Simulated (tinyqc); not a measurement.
# Worked calculation: off-state leakage of single and stacked transistors

Computed by the program tinyqc: `OMP_NUM_THREADS=1 python tinyqc.py 2242020 2242021 out.jsonl`, one thread of a shared Intel Xeon 2.30GHz, about 0.03 s for the whole run. Printed values are rounded.

n-channel devices of unit width. Subthreshold current I(Vg, Vs, Vd) = I0 (T/300 K)^0.5 exp[(Vg - Vs - VT(T) - gb (Vs - Vb) + dd (Vd - Vs))/(nf Vt)] (1 - exp(-(Vd - Vs)/Vt)), VT(T) = VT - cT (T - 300 K). Gate-edge tunnelling Ig (Vd/1 V) exp(ag (Vd - 1 V)), for a gate at 0 V, and band-to-band leakage Ab u exp(-Bb/u), u = Vd - Vb + 1 V, flow at a drain held at V; both are taken as independent of T. In a stack of off transistors (all gates at 0 V) the same subthreshold current passes through each.

Parameters, values chosen for the exercise; values of the order met in bulk silicon logic transistors: temperature T = 378 K; supply voltage V = 1.2 V; threshold at 300 K, zero drain and body bias VT = 0.4 V; fall of the threshold with temperature cT = 0.8 mV/K; current at threshold at 300 K I0 = 0.17 uA/um; slope factor nf = 1.51; drain-induced lowering per volt dd = 0.04; rise of the threshold per volt of source-body bias gb = 0.14; gate-edge tunnelling current at 1 V Ig = 0.0001 uA/um; exponential slope of the gate current ag = 5.3 1/V; prefactor of band-to-band leakage at the drain Ab = 30 uA/(um V); its exponential voltage Bb = 26 V; body voltage Vb = -0.3 V.

Constants: q = 1.602176634e-19 C, kB = 1.380649e-23 J/K, Vt = kB T/q. Results are converted to the units shown.

## Leakage of one transistor

Vg = Vs = 0, Vd = V; effective threshold VT(T) - gb Vb - dd V.

effective threshold = 0.3316 V
parts (nA/um): subthreshold 0.225283, gate edge 0.346365, band-to-band 2.28244
total = 2.85408 nA/um
shares (%): subthreshold 7.89334, gate edge 12.1358, band-to-band 79.9709

The band-to-band part is the largest.

## Starting value

Vx = dd V/(1 + gb + 2 dd), the solution for Vx well above Vt, rounded to three decimals.

Vx at the start = 0.039 V

## Iteration 1: new Vx

Stack of two, Vx the node between them: I_low = I(0, 0, Vx), I_up = I(0, Vx, V), f = ln(I_up/I_low), f' = -(1 + gb + 2 dd)/(nf Vt) - 1/(Vt (exp(Vx/Vt) - 1)) - 1/(Vt (exp((V - Vx)/Vt) - 1)), Vx(new) = Vx - f/f'.

I_low = 0.0611685 nA/um
I_up = 0.0883869 nA/um
f = 0.368091
f' = -38.0872 1/V
Vx after iteration 1 = 0.0486644 V

## Iteration 2: new Vx

As before.

I_low = 0.0684996 nA/um
I_up = 0.0700962 nA/um
f = 0.0230406
f' = -33.6899 1/V
Vx after iteration 2 = 0.0493483 V

## Iteration 3: new Vx

As before.

I_low = 0.0689499 nA/um
I_up = 0.0689555 nA/um
f = 8.13645e-5
f' = -33.4532 1/V
Vx after iteration 3 = 0.0493508 V

## Course of the iteration

Stop when the step is below 1e-11 V, or after 40 iterations.

Course of the iteration:
```
iteration  Vx before the step (V)  step (V)
1                           0.039   9.66e-3
2                       0.0486644   6.84e-4
3                       0.0493483   2.43e-6
4                       0.0493508  3.01e-11
5                       0.0493508   < 1e-15
```

Converged in 5 iterations. The subthreshold current of the stack is 0.06895 nA/um, 3.27 times less than that of one transistor (the drain leakage is unchanged); the estimate exp[dd V (1 + gb + dd)/((1 + gb + 2 dd) nf Vt)] gives 2.57.
